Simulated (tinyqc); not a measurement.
Heisenberg magnet: exchange from energy differences, ordering vector, linear spin waves and ordering temperature: one step, computed by the program tinyqc. Command: `OMP_NUM_THREADS=1 python tinyqc.py 3006771 3006772 out.jsonl magnon walk`. One thread of a shared host (Intel(R) Xeon(R) Processor @ 2.30GHz), about 0.05 s of CPU time with the checks.

H = -sum over pairs <ij> J_ij S_i.S_j - K sum_i (S_i^z)^2, each pair once, J > 0 ferromagnetic. First neighbours: 6 at a (1, 0, 0), second: 12 at a (1, 1, 0), with all permutations and signs.

Task: Long waves and the gap. g_s(q) = sum over shell s of cos(q.R), z1 = g1(0). A(q) = S [-J1 g1(0) + J2 (g2(0) - g2(q))] + (2S - 1) K, B(q) = S J1 g1(q), E(q) = sqrt(A^2 - B^2). The factor 2S - 1 removes the anisotropy for S = 1/2. sum R_x^2 over the shells is s1 = 2 a^2 and s2 = 8 a^2. Without K, E = c q with c = S sqrt(z1 |J1| (|J1| s1 + J2 s2)); the gap is E(0) = sqrt(k (k + 2 S z1 |J1|)), k = (2S - 1) K.

Inputs (values chosen for the exercise, for a model magnet): exchange J1 = -1.08 meV; exchange J2 = -0.076 meV; spin S = 2; single-ion anisotropy K = 0.026 meV; lattice constant a = 5.77 angstrom.

Lattice: simple cubic. Order: Neel (nearest neighbours antiparallel).

Give: spin-wave velocity c; gap.

Result:

spin-wave velocity c = 36.596 meV angstrom

gap = 1.4240 meV

Exchange enhances the gap to 18.3 times (2S - 1) K, the geometric mean of anisotropy and exchange.
